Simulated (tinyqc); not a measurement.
# p-i-n power rectifier, conductivity modulation at high injection: effects of single changes

A drift layer from x = -d to d (2 d = W) between ideal p+ and n+ emitters (no recombination in them). High injection, n = p, ambipolar diffusion with one lifetime; both mobilities scale as (T/300 K)^(-bt).

Values chosen for this exercise; bulk values close to those of silicon: temperature T = 300 K; relative permittivity eps_r = 12.1; critical-field constant Kc = 3940 V/cm per (cm^-3)^(1/8); rated breakdown voltage of the drift layer BV = 1200 V; drift mobility at 300 K mud = 1190 cm^2/(V s); temperature exponent of the drift mobility bt = 2.5; hole mobility at 300 K mup = 438 cm^2/(V s); band gap Eg = 1.15 eV; conduction-band density of states at T Nc = 2.8e19 cm^-3; valence-band density of states at T Nv = 2.65e19 cm^-3; forward current density J = 200 A/cm^2; ramp rate of the current at turn-off a = 170 A/(cm^2 us); high-level lifetime tau = 3.5e-7 s.

Constants: q = 1.602176634e-19 C, kB = 1.380649e-23 J/K, Vt = kB T/q, eps0 = 8.8541878128e-14 F/cm where lengths are in cm. Results are converted to the units shown.

Each table varies one quantity; the others keep the values above.

## Forward voltage and stored charge against the high-level lifetime

Triangular field at breakdown with Ec = Kc N^(1/8): BV = eps0 eps_r Ec^2/(2 q N), so N = (eps0 eps_r Kc^2/(2 q BV))^(4/3); W = 2 BV/Ec; mu = mud (T/300 K)^(-bt); rho = 1/(q mu N); ideal resistance rho W. Da = 2 mun mup Vt/(mun + mup), La = sqrt(Da tau), B = (mun - mup)/(mun + mup) with mun = mud (T/300 K)^(-bt), mup likewise; n(x) = (tau J/(2 q La)) [cosh(x/La)/sinh(d/La) - B sinh(x/La)/cosh(d/La)]. Ohmic drop: integral of J/(q (mun + mup) n); diffusion (Dember) drop Vt B ln(n(-d)/n(d)); both junctions together Vt ln(n(-d) n(d)/ni^2), ni = sqrt(Nc Nv) exp(-Eg/(2 Vt)), Eg in volts; V_F = the sum; stored charge q times the integral of n. Integrals on a fine grid. Peak reverse current if all stored charge left in a linear ramp without recombination (an upper bound): sqrt(2 a Q). Rows where n falls below the doping are left out.

The same in every row: J rho W (V) = 71.04.

Results:
columns A: tau (s); B: d/La; C: drift drop, ohmic and diffusion (V); D: junction drops (V); E: V_F (V); F: Q (uC/cm^2); G: sqrt(2 a Q) (A/cm^2); H: lowest n over N
```
A            B         C       D       E      F      G      H
6.1e-8   5.116     5.961  0.8037   6.765  12.20  64.40  2.657
1.3e-7   3.504     1.156  0.8234   1.980  26.00  94.02  19.46
2.7e-7   2.432    0.3658  0.8434   1.209  54.00  135.5  82.84
5.5e-7   1.704    0.1510  0.8656   1.017  110.0  193.4  254.4
1.2e-6   1.153   0.06549  0.8946  0.9601  240.0  285.7  718.2
2.4e-6  0.8156   0.03279  0.9242  0.9570  480.0  404.0   1637
1e-5    0.3996  0.008098  0.9917  0.9998   2000  824.6   7668
```

Estimate the missing row, tau = 5e-6 s.

Computed row:
columns A: tau (s); B: d/La; C: drift drop, ohmic and diffusion (V); D: junction drops (V); E: V_F (V); F: Q (uC/cm^2); G: sqrt(2 a Q) (A/cm^2); H: lowest n over N
```
A          B        C       D       E     F      G     H
5e-6  0.5651  0.01598  0.9581  0.9741  1000  583.1  3686
```

With this row back in the table: V_F goes from 6.76 through a minimum of 0.957 (at tau = 2.4e-6 among the rows listed) to 1.00 V; the drift drop falls from 5.96 to 0.00810 V and the junction drops rise from 0.804 to 0.992 V. The minimum falls at d/La = 0.82: a short lifetime starves the middle of the layer, a long one raises the edge densities and with them the junction drops. Where n exceeds a few 1e17 cm^-3, emitter and Auger recombination, left out here, lower n and change V_F.

## Forward voltage and stored charge against the rated breakdown voltage of the drift layer

Same model as above.

Result of one run:
columns A: BV (V); B: d/La; C: drift drop, ohmic and diffusion (V); D: junction drops (V); E: V_F (V); F: Q (uC/cm^2); G: sqrt(2 a Q) (A/cm^2); H: lowest n over N; I: J rho W (V)
```
A         B      C       D      E      F      G      H      I
2200  4.332  2.699  0.8489  3.548  70.00  154.3  31.29  323.3
```

What becomes of these results when the rated breakdown voltage of the drift layer BV is changed from 2200 to 300 V, all else the same?

Result of the changed run:
columns A: BV (V); B: d/La; C: drift drop, ohmic and diffusion (V); D: junction drops (V); E: V_F (V); F: Q (uC/cm^2); G: sqrt(2 a Q) (A/cm^2); H: lowest n over N; I: J rho W (V)
```
A         B         C       D       E      F      G      H      I
300  0.4238  0.009092  0.9023  0.9114  70.00  154.3  211.9  2.220
```

The whole series:
columns A: BV (V); B: d/La; C: drift drop, ohmic and diffusion (V); D: junction drops (V); E: V_F (V); F: Q (uC/cm^2); G: sqrt(2 a Q) (A/cm^2); H: lowest n over N; I: J rho W (V)
```
A          B         C       D       E      F      G      H      I
300   0.4238  0.009092  0.9023  0.9114  70.00  154.3  211.9  2.220
420   0.6275   0.01962  0.8849  0.9045  70.00  154.3  212.8  5.148
580   0.9144   0.04109  0.8703  0.9114  70.00  154.3  204.1  11.54
800    1.331   0.08807  0.8589  0.9470  70.00  154.3  181.2  25.78
1100   1.930    0.2021  0.8521   1.054  70.00  154.3  141.6  57.15
1600   2.987    0.6720  0.8493   1.521  70.00  154.3  78.76  145.8
2200   4.332     2.699  0.8489   3.548  70.00  154.3  31.29  323.3
3000   6.220     18.07  0.8489   18.92  70.00  154.3  7.156  702.0
```

V_F goes from 0.911 through a minimum of 0.904 (at BV = 420 among the rows listed) to 18.9 V; the drift drop rises from 0.00909 to 18.1 V and the junction drops fall from 0.902 to 0.849 V.

Numbers from tinyqc (`OMP_NUM_THREADS=1 python tinyqc.py 2230007 2230008 out.jsonl`; about 0.01 s on one thread of a shared Intel Xeon 2.30GHz).
